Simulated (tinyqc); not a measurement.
Free and trapped electrons in a MOS channel with a dense trap tail: one step of the calculation.

p-type body, charge-sheet picture, full ionisation (an idealisation for deep acceptors), Boltzmann statistics for free electrons. e = Ec - EF at the surface. Acceptor-like traps of density D(E) = D0 + De exp(-E/Ew) at depth E below Ec, from 0 to Eu, hold n_t = integral of D(E)/(1 + exp((e - E)/Vt)). psi = Eg - Vt ln(Nv/Na) - e; N_dep = sqrt(2 eps0 eps_r Na (psi - Vt)/q); n_f = sqrt(N_dep^2 + 2 eps0 eps_r Vt Nc exp(-e/Vt)/q) - N_dep; Vg = Vfb + psi + q (N_dep + n_t + n_f)/Cox, Cox = eps0 eox/tox.

Problem. Charges and gate voltage. psi, N_dep, n_f and Vg as defined, with the n_t given; free share n_f/(n_f + n_t); apparent mobility mf n_f/(n_f + n_t); gate voltage spent on traps q n_t/Cox.

Inputs (values chosen for the exercise); band and dielectric values close to those of 4H silicon carbide:
```
symbol,value,unit,meaning
T,300,K,temperature
Eg,3.21,eV,band gap
eps_r,9.77,,relative permittivity
Nc,1.7e19,cm^-3,conduction-band density of states at T
Nv,2.52e19,cm^-3,valence-band density of states at T
eox,3.9,,relative permittivity of the insulator
tox,50,nm,insulator thickness
Na,2e16,cm^-3,acceptor density
Vfb,-2.12,V,flat-band voltage without trapped charge
mf,76,cm^2/(V s),mobility of free electrons
e,0.07,eV,Ec - EF at the surface
```

Constants: q = 1.602176634e-19 C, kB = 1.380649e-23 J/K, Vt = kB T/q, eps0 = 8.8541878128e-14 F/cm where lengths are in cm. Results are converted to the units shown.

n_t = 5.0858208e11 cm^-2

Wanted: psi; N_dep; n_f; Vg; free share; apparent mobility; gate voltage spent on traps.

Solution.

psi = 2.955 V
N_dep = 7.954e11 cm^-2
n_f = 1.788e11 cm^-2
Vg = 4.275 V
free share = 26.02 %
apparent mobility = 19.77 cm^2/(V s)
gate voltage spent on traps = 1.180 V

Program tinyqc, `OMP_NUM_THREADS=1 python tinyqc.py 2222080 2222081 out.jsonl`; Intel Xeon 2.30GHz, shared host, one thread, about 0.02 s.
